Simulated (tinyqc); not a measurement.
Random telegraph noise from one oxide trap in a small MOSFET: two steps of the calculation.

An acceptor-like trap exchanges electrons with the channel. Inversion charge Q = Cox u, u = n Vt W0(exp((Vg - VT)/(n Vt))), W0 the Lambert function, n = nf, Cox = eps0 eox/tox; linear regime Id = (W/L) mu Q Vd. Relative to threshold the surface potential rises by Vt ln(u/u0) and the oxide voltage by the rest of Vg - VT, with u0 = n Vt W0(1).

Values chosen for this exercise; values of the order met in silicon transistors: temperature T = 300 K; relative permittivity of the gate insulator (close to silicon dioxide) eox = 3.9; insulator thickness tox = 2 nm; depth of the trap from the channel interface xt = 0.64 nm; trap level above the channel Fermi level at threshold E0 = 0.05 eV; capture prefactor s0 = 2e-16 cm^2; capture barrier (lattice relaxation) EB = 0.53 eV; tunnelling decay length lt = 0.18 nm; thermal velocity vth = 1.2e7 cm/s; thickness of the inversion layer zi = 1.7 nm; threshold voltage VT = 0.45 V; body factor nf = 1.37; gate voltage Vg = 0.6 V.

Constants: q = 1.602176634e-19 C, kB = 1.380649e-23 J/K, Vt = kB T/q, eps0 = 8.8541878128e-14 F/cm where lengths are in cm. Results are converted to the units shown.

Problem 1. Trap level, time constants and occupancy. N = Cox u/q; dpsi = Vt ln(u/u0); E = E0 - dpsi - (xt/tox)(Vg - VT - dpsi); capture time tc = 1/[(N/zi) vth s0 exp(-xt/lt - EB/Vt)]; emission time te = tc exp(-E/Vt); occupancy te/(tc + te).

Wanted: u; N; dpsi; E; tc; te; occupancy.

Solution 1.

u = 0.1099 V
N = 1.184e12 cm^-2
dpsi = 0.04393 V
E = -0.02788 eV
tc = 1.677 s
te = 4.930 s
occupancy = 0.7462

The trap lies 1.1 Vt below the Fermi level, so it is filled 74.6 % of the time.

Problem 2. Lorentzian spectrum. Spectrum S(f) = 4 dI^2/{(tc + te)[(1/tc + 1/te)^2 + (2 pi f)^2]}; corner fc = (1/tc + 1/te)/(2 pi); variance dI^2 tc te/(tc + te)^2. Give S at f = 0, at fc and at 10 fc.

tc = 1.6770644 s
te = 4.9299372 s
dI = 25.696518 nA

Wanted: fc; S(0); S(fc); S(10 fc); rms current.

Solution 2.

fc = 0.12718 Hz
S(0) = 6.2600e-16 A^2/Hz
S(fc) = 3.1300e-16 A^2/Hz
S(10 fc) = 6.1981e-18 A^2/Hz
rms current = 11.183 nA

The rms value is 0.435 of the step; it reaches its largest share, 1/2, when tc = te.

Range of the model: VT is taken as given; short-channel effects and the uneven flow of current among few electrons are left out.

tinyqc, about 0.01 s, one thread, Intel Xeon 2.30GHz (shared host): `OMP_NUM_THREADS=1 python tinyqc.py 2710110 2710111 out.jsonl`
